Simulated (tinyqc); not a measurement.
Interdiffusion in a binary couple: Darken equations, Kirkendall shift and Boltzmann-Matano analysis: one step, computed by the program tinyqc.

x is the mole fraction of B; the molar volume is constant, and the two halves are long enough to count as infinite.

Task: Diffusivities at one composition. D*_i(x) = D*_i(0) exp(k x); thermodynamic factor Phi = 1 - 2 W x (1 - x)/(k_B T); intrinsic D_i = D*_i Phi; interdiffusion D~ = x D_A + (1 - x) D_B.

Inputs (values chosen for the exercise, for a model alloy A-B):
```
quantity,value,unit
tracer diffusivity D*_A(0),2.9e-14,m^2/s
tracer diffusivity D*_B(0),4e-14,m^2/s
slope k of ln D* with x,2.2,-
regular-solution parameter W,0.083,eV
temperature T,1200,K
composition x for the local step,0.42,-
```

Vacancy-wind correction: none.

Constants: k_B = 8.617333262e-05 eV/K.

Give: thermodynamic factor Phi; intrinsic D_A; intrinsic D_B; interdiffusion coefficient D~ at the local x.

Result:

thermodynamic factor Phi = 0.60895

intrinsic D_A = 4.4491e-14 m^2/s

intrinsic D_B = 6.1366e-14 m^2/s

interdiffusion coefficient D~ at the local x = 5.4279e-14 m^2/s

A positive W (tendency to separate) slows mixing: Phi is below 1.
